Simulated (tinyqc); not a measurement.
# Worked calculation: hexagonal on-chip spiral inductor, lumped pi model

Program tinyqc, `OMP_NUM_THREADS=1 python tinyqc.py 2302172 2302173 out.jsonl`; Intel Xeon 2.30GHz, shared host, one thread, about 0.01 s. Printed values are rounded.

Outer diameter do = di + 2 n wd + 2 (n - 1) sp, mean da = (do + di)/2, fill p = (do - di)/(do + di), length l = 3.464 n da. L = 2.33 mu0 n^2 da/(1 + 3.82 p), mu0 = 4 pi 1e-7 H/m. Rs = rho l/(wd delta (1 - exp(-th/delta))), delta = sqrt(rho/(pi f mu0)). Cs = n wd^2 eps0 eo/hu across the coil. At each end Cox = l wd eps0 eo/(2 ho) leads to the substrate branch Rsi = 2 rs he/(l wd) in parallel with Csi = l wd eps0 11.7/(2 he). With one end grounded Y = 1/(Rs + i w L) + i w Cs + 1/[1/(i w Cox) + 1/(1/Rsi + i w Csi)], w = 2 pi f; Q = -Im Y/Re Y. Eddy currents in neighbouring turns and in the substrate are left out.

Parameters, values chosen for the exercise; values of the order met in silicon radio-frequency processes:
```
symbol  value     unit                                     meaning
n         1.5                                      number of turns
wd          4       um                                  line width
sp          2       um                         space between turns
di        100       um                              inner diameter
th          2       um                             metal thickness
rho         3  uohm cm                           metal resistivity
ho        7.1       um                        oxide below the coil
hu        0.6       um            oxide between coil and underpass
eo        3.9                   relative permittivity of the oxide
rs        100   ohm cm                       substrate resistivity
he         80       um  effective spreading depth in the substrate
f          11      GHz                                   frequency
```

Constants: eps0 = 8.8541878128e-12 F/m. Results are converted to the units shown.

## Geometry and model elements

do, l, L, delta, Rs, Cs, Cox, Rsi and Csi as defined.

do = 114 um
l = 555.972 um
L = 0.563968 nH
delta = 0.831160 um
Rs = 5.51392 ohm
Cs = 1.38125 fF
Cox = 5.40802 fF
Rsi = 71946.1 ohm
Csi = 1.43988 fF

Rs is 2.64 times the direct-current value in this empirical form, which overstates the skin effect of a flat slab when delta is near th and so stands in for some current crowding.

## Admittance, quality factor and apparent inductance

Series branch 1/(Rs + i w L), substrate branch, total Y, Q = -Im Y/Re Y, apparent inductance Im(1/Y)/w, metal-only value w L/Rs, share of the loss in the substrate Re(substrate branch)/Re Y.

series branch = 3.5580-25.1517i mS
substrate branch = 0.0086612+0.0788468i mS
Y = 3.5666-24.9774i mS
Q = 7.00311
apparent inductance = 0.567693 nH
w L/Rs = 7.06915
share of the loss in the substrate = 0.242841 %

Q is 99.1 % of the metal-only value.
